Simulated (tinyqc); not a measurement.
Two-band massive Dirac model of the K valleys: sweeps and comparisons. A value that a table varies takes the place of the one given here.

Basis (conduction, valence): H = [[D/2, a t (tau kx - i ky)], [a t (tau kx + i ky), -D/2 + lam tau sz]], valley tau = +/-1, spin sz = +/-1. The gap of a spin and valley is G = D - lam tau sz. Berry curvature Omega = curl of i<u|grad u>; for the conduction band Omega_c = -tau 2 a^2 t^2 G/(G^2 + 4 a^2 t^2 k^2)^(3/2), and Omega_v = -Omega_c.

Constants: hbar^2/2m0 = 3.80998211 eV angstrom^2.

Parameters, chosen for this exercise (near those used for monolayer MoS2; shifted at random, so the results belong to these values and not to a real crystal): a = 3.199 angstrom (lattice constant); D = 1.64 eV (gap parameter); t = 1.16 eV (effective hopping); lam = 0.08 eV (half the valence spin splitting).

## Away from the valley

Flavour tau = +1, sz = +1. Parabolic transition energy G + 2 a^2 t^2 k^2/G; degree of circular polarisation eta = 2 cos(theta)/(1 + cos^2(theta)). The last column is the Berry flux of the conduction band inside |k|, over 2 pi: -(1 - cos(theta))/2, cos(theta) = G/(transition energy).

Along |k|:
```
|k| (1/angstrom)  transition (eV)  parabolic (eV)  Omega_c (angstrom^2)     eta  flux/2 pi
0.000                      1.5600          1.5600               -11.317  1.0000     0.0000
0.025                      1.5710          1.5710               -11.081  1.0000    -0.0035
0.050                      1.6035          1.6041               -10.420  0.9996    -0.0136
0.075                      1.6563          1.6593                -9.455  0.9982    -0.0291
0.100                      1.7275          1.7365                -8.333  0.9948    -0.0485
0.150                      1.9165          1.9572                -6.104  0.9792    -0.0930
0.200                      2.1533          2.2662                -4.303  0.9502    -0.1378
0.300                      2.7186          3.1489                -2.138  0.8634    -0.2131
```

The curvature halves at |k| = 0.161 1/angstrom, where 2 a t k = 0.766 G. At 0.3 the parabola is 430 meV too high, eta has fallen only to 0.863, and the flux has reached -0.213 of the -1/2 that a whole cone holds. The real bands leave this model beyond about 0.1 to 0.2 1/angstrom, where trigonal warping and other bands enter.

## Hole doping of the spin-split valence bands

The Fermi level lies E below the top of the valence band. kF for the upper and lower band of valley +1 from the two-band energy; each flavour holds kF^2/(4 pi) holes per area and both valleys count. Spin polarisation within one valley; Berry flux removed from valley +1, the sum of (1 - cos(theta_F))/2 with cos(theta_F) = G/sqrt(G^2 + 4 a^2 t^2 kF^2), in units of 2 pi.

Holes:
```
E (meV)  kF upper (1/angstrom)  kF lower  p (1e12/cm^2)  spin polarisation in a valley  flux/2 pi
20.0                    0.0479    0.0000           3.65                          1.000     0.0125
40.0                    0.0682    0.0000           7.40                          1.000     0.0244
80.0                    0.0976    0.0000          15.16                          1.000     0.0465
120.0                   0.1210    0.0000          23.30                          1.000     0.0667
152.0                   0.1375    0.0000          30.08                          1.000     0.0815
176.0                   0.1490    0.0449          38.52                          0.833     0.1012
240.0                   0.1771    0.1023          66.57                          0.500     0.1602
320.0                   0.2090    0.1478         104.30                          0.333     0.2239
```

Up to E = 2 lam = 160 meV, a density of 31.8e12/cm^2, only the upper band of this model is emptied and each valley is fully spin-polarised, oppositely in the two. Beyond it the polarisation falls, to 0.33 in the last row. The flux, times e^2/h, is in size the change of the Hall conductivity of one valley; the other valley cancels it in the charge current. Rows with kF above about 0.2 1/angstrom lie beyond the range of the model, and in real layers the valley at Gamma, close below in MoS2 and WS2, can take holes as well.

## What each parameter does

Flavour tau = sz = +1 at k = 0: gap G, mass c G/(a t)^2 with c = hbar^2/2m0, Omega_c, and the B - A splitting 2 lam. Each row changes one parameter from the base and keeps the others.

Results:
```
case                G (eV)  mass (m0)  Omega_c (angstrom^2)  B - A (eV)
base                1.5600     0.4316               -11.317      0.1600
a = 3.263 angstrom  1.5600     0.4149               -11.774      0.1600
D = 1.476 eV        1.3960     0.3862               -14.132      0.1600
t = 1.276 eV        1.5600     0.3567               -13.693      0.1600
lam = 0.12 eV       1.5200     0.4206               -11.920      0.2400
```

The largest shifts from the base row, up to three for each result and ties (the steps differ in size, so this ranks the rows, not the parameters). G (eV): D -0.1640, lam -0.0400; unchanged at the printed digits by a and t. mass (m0): t -0.0749, D -0.0454, a -0.0168. Omega_c (angstrom^2): D -2.815, t -2.377, lam -0.603. B - A (eV): lam +0.0800; unchanged at the printed digits by a, D and t. The mass goes as G/(a t)^2 and the curvature as (a t)^2/G^2, so their product is -2c/G.

Computed by tinyqc, a small Python program: `OMP_NUM_THREADS=1 python tinyqc.py 1452578 1452579 out.jsonl` (the numbers bound the seed that draws the inputs); one thread of a shared host (Intel(R) Xeon(R) Processor @ 2.30GHz), about 0.01 s for the whole set of steps.
